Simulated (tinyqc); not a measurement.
Worked calculation: Luttinger-Kohn k.p, four valence bands. One step of it, computed by the program tinyqc.

Task: Levels at k. Diagonalise the Hermitian matrix.

H(k) at k (eV), order 3/2, 1/2, -1/2, -3/2:
$$\begin{pmatrix}
0.067288 & -0.048452+0.062703i & 0.006563+0.030456i & 0.000000 \\
-0.048452-0.062703i & 0.132460 & 0.000000 & 0.006563+0.030456i \\
0.006563-0.030456i & 0.000000 & 0.132460 & 0.048452-0.062703i \\
0.000000 & 0.006563-0.030456i & 0.048452+0.062703i & 0.067288
\end{pmatrix}$$

Give: eigenvalues.

Result:

eigenvalues (eV): [0.009, 0.009, 0.191, 0.191]
